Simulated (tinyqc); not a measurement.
From results back to parameters: Shockley-Read-Hall recombination through one deep level. Four cases, with inputs chosen for the exercise.

Problem. Deep-level transient spectroscopy: the emission rate is en = gam sigma T^2 exp(-dE/kB T), dE = Ec - Et. Two rates were computed from hidden dE and sigma.

Constants: kB = 8.617333262e-05 eV/K.

Find: ln(en/T^2) at T1 and T2; dE; sigma.

Method. ln(en/T^2) against 1/T is a line of slope -dE/kB and intercept ln(gam sigma); plotting ln en alone would overstate dE by about 2 kB T.

Case 1.

Values chosen (out of a larger set: gap and densities of states near those of Si at this temperature; not measured data): gam = 5.5e+21 1/(cm^2 s K^2) (vth Nc/T^2, which does not depend on T); T1 = 84 K; T2 = 96 K.

en(T1) = 3.38526 1/s
en(T2) = 89.2315 1/s

Solution.

ln(en/T^2) at T1 and T2: -7.6422  -4.6375

dE = 0.174 eV
sigma = 2.4e-15 cm^2

Case 2.

Values chosen (out of a larger set: gap and densities of states near those of SiC at this temperature; not measured data): gam = 5e+21 1/(cm^2 s K^2) (vth Nc/T^2, which does not depend on T); T1 = 193 K; T2 = 217 K.

en(T1) = 1.33653 1/s
en(T2) = 24.1549 1/s

Solution.

ln(en/T^2) at T1 and T2: -10.2353  -7.5753

dE = 0.400 eV
sigma = 2.0e-16 cm^2

Case 3.

Values chosen (out of a larger set: gap and densities of states near those of SiC at this temperature; not measured data): gam = 4.1e+21 1/(cm^2 s K^2) (vth Nc/T^2, which does not depend on T); T1 = 173 K; T2 = 206 K.

en(T1) = 31.7530 1/s
en(T2) = 2086.64 1/s

Solution.

ln(en/T^2) at T1 and T2: -6.8486  -3.0124

dE = 0.357 eV
sigma = 6.5e-15 cm^2

Case 4.

Values chosen (out of a larger set: gap and densities of states near those of GaN at this temperature; not measured data): gam = 4.1e+20 1/(cm^2 s K^2) (vth Nc/T^2, which does not depend on T); T1 = 169 K; T2 = 198 K.

en(T1) = 0.503919 1/s
en(T2) = 23.1346 1/s

Solution.

ln(en/T^2) at T1 and T2: -10.9451  -7.4352

dE = 0.349 eV
sigma = 1.1e-15 cm^2

Computed by tinyqc, one run a case: `OMP_NUM_THREADS=1 python tinyqc.py N N+1 out.jsonl` with N = 1680125, 1680143, 1680164, 1680174; one thread of a shared Intel(R) Xeon(R) Processor @ 2.30GHz, about 0.01 s a run at most.
